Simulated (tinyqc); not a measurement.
Free and trapped electrons in a MOS channel with a dense trap tail: two steps of the calculation.

p-type body, charge-sheet picture, full ionisation (an idealisation for deep acceptors), Boltzmann statistics for free electrons. e = Ec - EF at the surface. Acceptor-like traps of density D(E) = D0 + De exp(-E/Ew) at depth E below Ec, from 0 to Eu, hold n_t = integral of D(E)/(1 + exp((e - E)/Vt)). psi = Eg - Vt ln(Nv/Na) - e; N_dep = sqrt(2 eps0 eps_r Na (psi - Vt)/q); n_f = sqrt(N_dep^2 + 2 eps0 eps_r Vt Nc exp(-e/Vt)/q) - N_dep; Vg = Vfb + psi + q (N_dep + n_t + n_f)/Cox, Cox = eps0 eox/tox.

Inputs (values chosen for the exercise); band and dielectric values close to those of 4H silicon carbide:
- T = 400 K (temperature)
- Eg = 3.2 eV (band gap)
- eps_r = 9.62 (relative permittivity)
- Nc = 2.57e19 cm^-3 (conduction-band density of states at T)
- Nv = 3.93e19 cm^-3 (valence-band density of states at T)
- eox = 3.9 (relative permittivity of the insulator)
- tox = 51 nm (insulator thickness)
- Na = 8.4e16 cm^-3 (acceptor density)
- Vfb = -2.46 V (flat-band voltage without trapped charge)
- D0 = 2.5e10 cm^-2 eV^-1 (constant background density of acceptor-like traps)
- De = 3.6e12 cm^-2 eV^-1 (density of the tail at the conduction edge)
- Ew = 0.06 eV (decay energy of the tail)
- Eu = 0.7 eV (depth below Ec down to which the traps reach)
- mf = 83 cm^2/(V s) (mobility of free electrons)
- e = 0.19 eV (Ec - EF at the surface)

Constants: q = 1.602176634e-19 C, kB = 1.380649e-23 J/K, Vt = kB T/q, eps0 = 8.8541878128e-14 F/cm where lengths are in cm. Results are converted to the units shown.

Task 1. Trapped charge. Trapezoid rule on 13 equal steps from 0 to Eu, f = 1/(1 + exp((e - E)/Vt)).

Find: E; D(E) f; n_t.

Result 1.

```
point   E (eV)  D(E) f (cm^-2 eV^-1)
0            0              1.458e10
1      0.05385              2.819e10
2       0.1077              5.241e10
3       0.1615              8.187e10
4       0.2154              8.411e10
5       0.2692              5.953e10
6       0.3231              4.066e10
7       0.3769              3.159e10
8       0.4308              2.772e10
9       0.4846              2.611e10
10      0.5385              2.545e10
11      0.5923              2.519e10
12      0.6462              2.508e10
13      0.7000              2.503e10
```

n_t = 2.841e10 cm^-2

Task 2. Charges and gate voltage. psi, N_dep, n_f and Vg as defined, with the n_t given; free share n_f/(n_f + n_t); apparent mobility mf n_f/(n_f + n_t); gate voltage spent on traps q n_t/Cox.

n_t = 2.8414839e10 cm^-2

Wanted: psi; N_dep; n_f; Vg; free share; apparent mobility; gate voltage spent on traps.

Result 2.

psi = 2.798 V
N_dep = 1.571e12 cm^-2
n_f = 1.206e10 cm^-2
Vg = 4.151 V
free share = 29.79 %
apparent mobility = 24.73 cm^2/(V s)
gate voltage spent on traps = 0.06724 V

Numbers from tinyqc (`OMP_NUM_THREADS=1 python tinyqc.py 2222215 2222216 out.jsonl`; about 0.02 s on one thread of a shared Intel Xeon 2.30GHz).
